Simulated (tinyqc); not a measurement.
Worked calculation: CCSD on RHF in the sto-3g basis, for H3+, spin multiplicity 1. Computed by tinyqc, a small Python program that keeps every step (integrals from PySCF). Settings: charge = 1, multiplicity = 1, basis = sto-3g, method = RHF, energy threshold = 1e-10, iteration cap = 65, orthogonalisation = symmetric, start = Wolfsberg-Helmholz matrix, DIIS depth = 6, amplitude equations = CCSD, DIIS depth for amplitudes = 4, cap on updates = 71. Command: `OMP_NUM_THREADS=1 python tinyqc.py 23358 23359 out.jsonl` (the two numbers bound the seeds that draw the settings). One thread of a shared host (Intel(R) Xeon(R) Processor @ 2.60GHz), about 0.1 s of CPU time with the checks. The early iterations of the SCF are left out here.

## One-electron integrals

Geometry (angstrom):

| atom | x | y | z |
|---|---|---|---|
| H | 0.00000 | 0.00000 | 0.00000 |
| H | 0.00000 | 0.00000 | 0.84600 |
| H | 0.00000 | 0.80600 | 0.42300 |

Basis sto-3g: exponents (1/bohr^2) and contraction coefficients of normalised primitives:

| element | l (shell) | exponent | coefficient |
|---|---|---|---|
| H | s (1) | 3.42525 | 0.15433 |
| H | s (1) | 0.62391 | 0.53533 |
| H | s (1) | 0.16886 | 0.44463 |

Overlap, kinetic and nuclear-attraction integrals over the contracted functions; the nuclear repulsion is the sum of Za Zb / Rab.

nuclear repulsion = 1.7882054 hartree

overlap S, lower triangle:
```
         1H 1s    2H 1s    3H 1s
1H 1s  1.00000
2H 1s  0.59125  1.00000
3H 1s  0.55081  0.55081  1.00000
```

kinetic energy T (hartree), lower triangle:
```
         1H 1s    2H 1s    3H 1s
1H 1s  0.76003
2H 1s  0.17863  0.76003
3H 1s  0.14804  0.14804  0.76003
```

nuclear attraction V (hartree), lower triangle:
```
          1H 1s     2H 1s     3H 1s
1H 1s  -2.37290
2H 1s  -1.36602  -2.37290
3H 1s  -1.25726  -1.25726  -2.33849
```

core Hamiltonian H = T + V (hartree), lower triangle:
```
          1H 1s     2H 1s     3H 1s
1H 1s  -1.61287
2H 1s  -1.18739  -1.61287
3H 1s  -1.10922  -1.10922  -1.57846
```

## Two-electron integrals

Functions are numbered as in S; the eight-fold symmetry (ij|kl) = (ji|kl) = (kl|ij) leaves the list below.

Two-electron integrals (ij|kl) in chemists' order, unique and non-zero (hartree):
```
(11|11) 0.77461   (21|11) 0.38605   (21|21) 0.23273   (22|11) 0.53093
(22|21) 0.38605   (22|22) 0.77461   (31|11) 0.35272   (31|21) 0.19610
(31|22) 0.29741   (31|31) 0.19875   (32|11) 0.29741   (32|21) 0.19610
(32|22) 0.35272   (32|31) 0.18348   (32|32) 0.19875   (33|11) 0.50823
(33|21) 0.31056   (33|22) 0.50823   (33|31) 0.35272   (33|32) 0.35272
(33|33) 0.77461
```

## Orthogonalisation

S = U s U^T; symmetric (Loewdin) form X = U s^(-1/2) U^T, so that X^T S X = 1.

eigenvalues of S: 0.40875  0.46245  2.12880

X, lower triangle:
```
          1H 1s     2H 1s    3H 1s
1H 1s   1.25139
2H 1s  -0.31274   1.25139
3H 1s  -0.25952  -0.25952  1.21723
```

## Iteration 4 (converged): orbitals

converged F (hartree), lower triangle:
```
          1H 1s     2H 1s     3H 1s
1H 1s  -0.87781
2H 1s  -0.88214  -0.87781
3H 1s  -0.83843  -0.83843  -0.84181
```

Diagonalise F' = X^T F X, C = X C', fill 1 alpha and 1 beta electrons from the bottom; D = 2 C_occ C_occ^T. Each column has its largest component positive (the first on a tie).

F' = X^T F X (hartree), lower triangle:
```
          1         2         3
1  -0.41824
2  -0.42883  -0.41824
3  -0.37624  -0.37624  -0.42491
```

orbital energies (hartree): MO1 -1.20841, MO2 -0.06357, MO3 0.01059

coefficients C:
```
           MO1       MO2       MO3
1H 1s  0.40328  -0.58758   1.10600
2H 1s  0.40328  -0.58758  -1.10600
3H 1s  0.38023   1.21317   0.00000
```

D after iteration 4, lower triangle:
```
         1H 1s    2H 1s    3H 1s
1H 1s  0.32527
2H 1s  0.32527  0.32527
3H 1s  0.30668  0.30668  0.28914
```

## Convergence

Stop when the energy changes by less than 1e-10 hartree and every element of the error matrix X^T (F D S - S D F) X is below 3e-06.

Course of the cycle:

| iteration | E (hartree) | change | largest element of the error matrix |
|---|---|---|---|
| 1 | -1.2395452 | - | 6.44e-03 |
| 2 | -1.2395865 | -4.13e-05 | 8.84e-04 |
| 3 | -1.2395873 | -7.92e-07 | 5.30e-07 |
| 4 | -1.2395873 | -2.35e-13 | 2.23e-07 |

PySCF RHF in the same basis = -1.2395873 hartree

Converged in 4 iterations.

## Integrals over molecular orbitals

(pq|rs) = sum C_ip C_jq C_kr C_ls (ij|kl), one index at a time.

one-electron integrals over orbitals h = C^T H C (hartree), lower triangle:
```
          1         2         3
1  -1.81938
2   0.00925  -1.09398
3   0.00000   0.00000  -1.04093
```

Two-electron integrals over orbitals (pq|rs), unique and non-zero (hartree):
```
(11|11) 0.61097    (21|11) -0.00925   (21|21) 0.14352    (22|11) 0.58697
(22|21) 0.09108    (22|22) 0.67366    (31|31) 0.14385    (32|31) -0.08806
(32|32) 0.06793    (33|11) 0.59769    (33|21) -0.09620   (33|22) 0.52169
(33|33) 0.67871
```

## CCSD: starting amplitudes

t_ij^ab = <ij||ab> / (e_i + e_j - e_a - e_b), whose energy is MP2.

Starting amplitudes (spin orbitals 1a, 1b, ...; amplitudes related by a flip of all spins are not repeated):

| from | to | t |
|---|---|---|
| 1a 1b | 2a 2b | -0.06268 |
| 1a 1b | 3a 3b | -0.05900 |

correlation energy = -0.0174841 hartree

## CCSD: amplitude update 1

t_i^a D_i^a and t_ij^ab D_ij^ab are set to the remaining terms of the spin-orbital equations, evaluated with the old amplitudes; for the doubles these are <ij||ab> + 1/2 <ab||ef> t_ij^ef + 1/2 <mn||ij> t_mn^ab + P(ij)P(ab) <mb||ej> t_im^ae + terms in t^2 + terms with t1, D the orbital-energy denominators.

Amplitudes after update 1 (spin orbitals 1a, 1b, ...; amplitudes related by a flip of all spins are not repeated):

| from | to | t |
|---|---|---|
| 1a 1b | 2a 2b | -0.08170 |
| 1a 1b | 3a 3b | -0.07652 |
| 1a | 2a | 0.00095 |

correlation energy = -0.0227333 hartree

## CCSD: convergence

E_corr = 1/4 sum <ij||ab> t_ij^ab + 1/2 sum <ij||ab> t_i^a t_j^b; stop when the norm of the change is below 1e-8.

Course of the amplitude iterations:

| update | correlation energy (hartree) | norm of the change |
|---|---|---|
| 0 | -0.0174841 | - |
| 1 | -0.0227333 | 5.17e-02 |
| 2 | -0.0242610 | 1.51e-02 |
| 3 | -0.0248819 | 4.39e-03 |
| 4 | -0.0248806 | 1.46e-04 |
| 5 | -0.0248812 | 5.12e-06 |
| 6 | -0.0248811 | 7.96e-07 |
| 7 | -0.0248811 | 3.12e-10 |

Converged amplitudes (spin orbitals 1a, 1b, ...; amplitudes related by a flip of all spins are not repeated):

| from | to | t |
|---|---|---|
| 1a 1b | 2a 2b | -0.08987 |
| 1a 1b | 3a 3b | -0.08330 |
| 1a | 2a | 0.00193 |

CCSD total energy = -1.2644684 hartree

T1 diagnostic, norm of the one-spin t1 over sqrt(correlated electrons) = 0.00137

Converged in 7 updates, with DIIS from the third.
